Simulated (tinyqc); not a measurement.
What each parameter does: band edges of strained Si(1-x)Ge(x) on relaxed Si(1-y)Ge(y).

Values are linear in the Ge fraction but for ED(x) = linear - CD x (1 - x) and a(x) = linear - Ca x (1 - x). Energies are on the common scale of Ev.

Coherent growth on a (001) face: e_par = (a(y) - a(x))/a(x), e_perp = -2 (C12/C11) e_par; exx = eyy = e_par, ezz = e_perp, no shear.

A valley with unit axis u lies at Ev + gap + (av + a_valley) tr(e) + Xu (u.e.u - tr(e)/3); the Delta axes are x, y, z and the L axes [111], [1-1-1], [-11-1], [-1-11]. The second-order shift of the Delta valleys under shear is left out; it lowers the pair normal to the sheared plane by tens of meV at a shear of 1 %.

Valence edges: Ev plus the levels of the 6 x 6 matrix of X, Y, Z times spin with -Dso/3 + l exx + m (eyy + ezz) on the diagonal (cyclic), n exy off it, l = av + 2 b, m = av - b, n = sqrt(3) d. Spin-orbit term (Dso/3) L.sigma on X, Y, Z with (L_k)_ij = -i epsilon_kij: <X+|H|Y+> = -i Dso/3, <X+|H|Z-> = Dso/3, <Y+|H|Z-> = -i Dso/3, <Z+|H|X-> = -Dso/3, <Z+|H|Y-> = i Dso/3, <X-|H|Y-> = i Dso/3, and their conjugates; + and - are the spin along z.

Parameters, chosen for this exercise (end members near Si and Ge, in this order; not measured data): a = (5.427, 5.658) angstrom (lattice constant); Dso = (0.044, 0.294) eV (spin-orbit splitting); av = (2.45, 1.25) eV (valence hydrostatic potential); b = (-2.08, -2.53) eV (tetragonal shear potential); d = (-4.76, -5.24) eV (trigonal shear potential); C11 = (163.6, 128.2) GPa; C12 = (64.7, 48) GPa; C44 = (80.6, 67.7) GPa; Ev = (0, 0.63) eV (top of the unstrained valence band); ED = (1.173, 0.949) eV (gap to the Delta valleys); EL = (2.019, 0.731) eV (gap to the L valleys); aD = (1.63, 1.31) eV (hydrostatic potential of the Delta gap); aL = (-2.92, -3.04) eV (hydrostatic potential of the L gap); XuD = (9.07, 9.27) eV (uniaxial potential, Delta); XuL = (15.55, 15.05) eV (uniaxial potential, L); CD = 0.201 eV (bowing of the Delta gap); Ca = 0 angstrom (bowing of the lattice constant); face = 001 (growth face); x = 0.57 (Ge fraction of the layer); y = 0.3 (Ge fraction of the relaxed buffer).

dEc = Ec(buffer) - Ec(layer), dEv = Ev(layer) - Ev(buffer); buffer edges Ev(y) and Ev(y) + min(ED, EL).

One parameter was then changed.

Results before and after:

| case | gap (eV) | valence splitting (meV) | dEc (eV) | dEv (eV) |
|---|---|---|---|---|
| base | 0.8689 | 66.9 | 0.0026 | 0.1921 |
| changed | 0.8830 | 62.0 | 0.0009 | 0.1708 |

Which of these changes was made? (a) Ev = (0, 0.724) eV; (b) y = 0.33; (c) Dso = (0.051, 0.338) eV; (d) b = (-2.392, -2.909) eV; (e) x = 0.6; (f) XuL = (17.882, 17.308) eV; (g) C12 = (74.405, 55.2) GPa; (h) CD = 0.251 eV.

Answer: (b) y = 0.33. Of the candidates, run in turn, only this one gives the changed row.

All candidates:

| case | gap (eV) | valence splitting (meV) | dEc (eV) | dEv (eV) |
|---|---|---|---|---|
| base | 0.8689 | 66.9 | 0.0026 | 0.1921 |
| x = 0.6 | 0.8491 | 72.6 | 0.0003 | 0.2142 |
| y = 0.33 | 0.8830 | 62.0 | 0.0009 | 0.1708 |
| CD = 0.251 eV | 0.8566 | 66.9 | 0.0043 | 0.1921 |
| C12 = (74.405, 55.2) GPa | 0.8638 | 69.5 | 0.0024 | 0.1974 |
| Dso = (0.051, 0.338) eV | 0.8689 | 70.2 | 0.0026 | 0.1921 |
| Ev = (0, 0.724) eV | 0.8689 | 66.9 | -0.0228 | 0.2175 |
| b = (-2.392, -2.909) eV | 0.8619 | 72.6 | 0.0026 | 0.1991 |
| XuL = (17.882, 17.308) eV | 0.8689 | 66.9 | 0.0026 | 0.1921 |

The lowest valleys of the layer are Delta4, so among the conduction-band potentials only those of that family reach the gap and dEc; the buffer is unstrained. A shift large enough to swap the lowest family would change that.

Computed by tinyqc, a small Python program: `OMP_NUM_THREADS=1 python tinyqc.py 1050828 1050829 out.jsonl` (the numbers bound the seed that draws the inputs); one thread of a shared host (Intel(R) Xeon(R) Processor @ 2.30GHz), about 0.02 s for the whole set of steps.
